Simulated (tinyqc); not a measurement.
Three-phonon processes in a diatomic chain: dispersion, energy and momentum conservation, and decay channels of optical phonons: one step, computed by the program tinyqc. Command: `OMP_NUM_THREADS=1 python tinyqc.py 3121541 3121542 out.jsonl threeph walk`. One thread of a shared host (Intel(R) Xeon(R) Processor @ 2.30GHz), about 0.05 s of CPU time with the checks.

Cell length a, two atoms, one spring constant. x = q a/pi runs from -1 to 1; A and O are the acoustic and optical branches. Matrix elements are not computed: only conservation laws and occupation factors are followed.

Problem. Dispersion. omega^2 = k (1/m + 1/M) -/+ k sqrt((1/m + 1/M)^2 - 4 sin^2(pi x/2)/(m M)); nu = 15.6333042 THz x sqrt(omega^2) for eV/(angstrom^2 u).

Inputs (values chosen for the exercise, for a model chain): light mass m = 27 u; heavy mass M = 164 u; spring constant k = 9.2 eV/angstrom^2.

Constants: nu for 1 eV/(angstrom^2 u) = 15.6333042 THz.

Give: the table «Branches» with the columns nu_A (THz), nu_O (THz), for x = 0.10, 0.20, 0.35, 0.50, 0.65, 0.80, 0.90, 1.00.

Solution.

Branches:
```
x     nu_A (THz)  nu_O (THz)
0.10       0.760       13.91
0.20       1.508       13.85
0.35       2.580       13.69
0.50       3.548       13.47
0.65       4.356       13.23
0.80       4.935       13.02
0.90       5.160       12.94
1.00       5.236       12.91
```
